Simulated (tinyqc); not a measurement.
# Off-state leakage of single and stacked transistors, step by step

Computed by the program tinyqc: `OMP_NUM_THREADS=1 python tinyqc.py 2242171 2242172 out.jsonl`, one thread of a shared Intel Xeon 2.30GHz, about 0.03 s for the whole run. Printed values are rounded.

n-channel devices of unit width. Subthreshold current I(Vg, Vs, Vd) = I0 (T/300 K)^0.5 exp[(Vg - Vs - VT(T) - gb (Vs - Vb) + dd (Vd - Vs))/(nf Vt)] (1 - exp(-(Vd - Vs)/Vt)), VT(T) = VT - cT (T - 300 K). Gate-edge tunnelling Ig (Vd/1 V) exp(ag (Vd - 1 V)), for a gate at 0 V, and band-to-band leakage Ab u exp(-Bb/u), u = Vd - Vb + 1 V, flow at a drain held at V; both are taken as independent of T. In a stack of off transistors (all gates at 0 V) the same subthreshold current passes through each.

Values chosen for this exercise; values of the order met in bulk silicon logic transistors: temperature T = 358 K; supply voltage V = 0.7 V; threshold at 300 K, zero drain and body bias VT = 0.48 V; fall of the threshold with temperature cT = 0.5 mV/K; current at threshold at 300 K I0 = 0.12 uA/um; slope factor nf = 1.52; drain-induced lowering per volt dd = 0.14; rise of the threshold per volt of source-body bias gb = 0.13; gate-edge tunnelling current at 1 V Ig = 0.0003 uA/um; exponential slope of the gate current ag = 3.3 1/V; prefactor of band-to-band leakage at the drain Ab = 2 uA/(um V); its exponential voltage Bb = 20 V; body voltage Vb = -0.3 V.

Constants: q = 1.602176634e-19 C, kB = 1.380649e-23 J/K, Vt = kB T/q. Results are converted to the units shown.

## Leakage of one transistor

Vg = Vs = 0, Vd = V; effective threshold VT(T) - gb Vb - dd V.

effective threshold = 0.392 V
parts (nA/um): subthreshold 0.0306920, gate edge 0.0780311, band-to-band 0.181600
total = 0.290323 nA/um
shares (%): subthreshold 10.5717, gate edge 26.8774, band-to-band 62.5510

The band-to-band part is the largest.

## Starting value

Vx = dd V/(1 + gb + 2 dd), the solution for Vx well above Vt, rounded to three decimals.

Vx at the start = 0.07 V

## Iteration 1: new Vx

Stack of two, Vx the node between them: I_low = I(0, 0, Vx), I_up = I(0, Vx, V), f = ln(I_up/I_low), f' = -(1 + gb + 2 dd)/(nf Vt) - 1/(Vt (exp(Vx/Vt) - 1)) - 1/(Vt (exp((V - Vx)/Vt) - 1)), Vx(new) = Vx - f/f'.

I_low = 0.00419515 nA/um
I_up = 0.00460968 nA/um
f = 0.0942303
f' = -33.8077 1/V
Vx after iteration 1 = 0.0727872 V

## Iteration 2: new Vx

As before.

I_low = 0.00427235 nA/um
I_up = 0.00427452 nA/um
f = 5.06190e-4
f' = -33.4511 1/V
Vx after iteration 2 = 0.0728024 V

## Iteration 3: new Vx

As before.

I_low = 0.00427277 nA/um
I_up = 0.00427277 nA/um
f = 1.38584e-8
f' = -33.4492 1/V
Vx after iteration 3 = 0.0728024 V

## Course of the iteration

Stop when the step is below 1e-11 V, or after 40 iterations.

Course of the iteration:
```
iteration  Vx before the step (V)  step (V)
1                            0.07   2.79e-3
2                       0.0727872   1.51e-5
3                       0.0728024  4.14e-10
4                       0.0728024   < 1e-15
```

Converged in 4 iterations. The subthreshold current of the stack is 0.004273 nA/um, 7.18 times less than that of one transistor (the drain leakage is unchanged); the estimate exp[dd V (1 + gb + dd)/((1 + gb + 2 dd) nf Vt)] gives 6.57.
